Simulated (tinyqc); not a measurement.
From results back to parameters: round or elliptic silicon nanowire with anisotropic valleys (Ritz method). Four cases, with inputs chosen for the exercise.

Problem. For a circular wire every level scales as 1/R^2. The lowest level of group A was computed from a hidden radius.

Wire along x = [110] on a (001) wafer, y = [-110], z = [001]. Valley groups (w = inverse masses): A, two valleys along z: w_y = 1/mt, w_z = 1/ml, m_x = mt; B, four valleys in the wafer plane: w_y = (1/ml + 1/mt)/2, w_z = 1/mt, m_x = (ml + mt)/2.

Hard wall on the ellipse (y/a)^2 + (z/b)^2 = 1, c = hbar^2/2m0. With u = y/a, v = z/b the operator is -c [(w_y/a^2) d2/du2 + (w_z/b^2) d2/dv2] on the unit disc. Basis (1 - u^2 - v^2) u^i v^j; S, X and Y are the disc integrals of f f', (df/du)(df'/du) and (df/dv)(df'/dv), from the integral of u^p v^q = 2 Gamma((p+1)/2) Gamma((q+1)/2)/((p + q + 2) Gamma((p+q+2)/2)) for even p, q; H = c (w_y X/a^2 + w_z Y/b^2).

Converged values use 21 functions of each parity class (e or o in u, then in v).

Constants: hbar^2/2m0 = 3.80998211 eV angstrom^2.

Case 1.

Values chosen (out of a larger set: near those of a Si nanowire; not measured data): ml = 0.921 m0 (longitudinal mass); mt = 0.191 m0 (transverse mass).

level = 0.081400 eV

Case 2.

Values chosen (out of a larger set: near those of a Si nanowire; not measured data): ml = 0.911 m0 (longitudinal mass); mt = 0.193 m0 (transverse mass).

level = 0.080892 eV

Case 3.

Values chosen (out of a larger set: near those of a Si nanowire; not measured data): ml = 0.921 m0 (longitudinal mass); mt = 0.194 m0 (transverse mass).

level = 0.264075 eV

Case 4.

Values chosen (out of a larger set: near those of a Si nanowire; not measured data): ml = 0.914 m0 (longitudinal mass); mt = 0.191 m0 (transverse mass).

level = 0.211601 eV

Find: E R^2/c; R.

Solution.

Case 1.

E R^2/c = 17.968
R = 29.0 angstrom

Solve once for R = 1 and scale. The mean inverse mass would give 2.404826^2 (1/mt + 1/ml)/2 = 18.279, 1.7 % too high.

Case 2.

E R^2/c = 17.856
R = 29.0 angstrom

Solve once for R = 1 and scale. The mean inverse mass would give 2.404826^2 (1/mt + 1/ml)/2 = 18.156, 1.7 % too high.

Case 3.

E R^2/c = 17.744
R = 16.0 angstrom

Solve once for R = 1 and scale. The mean inverse mass would give 2.404826^2 (1/mt + 1/ml)/2 = 18.045, 1.7 % too high.

Case 4.

E R^2/c = 17.994
R = 18.0 angstrom

Solve once for R = 1 and scale. The mean inverse mass would give 2.404826^2 (1/mt + 1/ml)/2 = 18.303, 1.7 % too high.

Computed by tinyqc, one run a case: `OMP_NUM_THREADS=1 python tinyqc.py N N+1 out.jsonl` with N = 1281613, 1281621, 1281653, 1281704; one thread of a shared Intel(R) Xeon(R) Processor @ 2.30GHz, about 0.05 s a run at most.
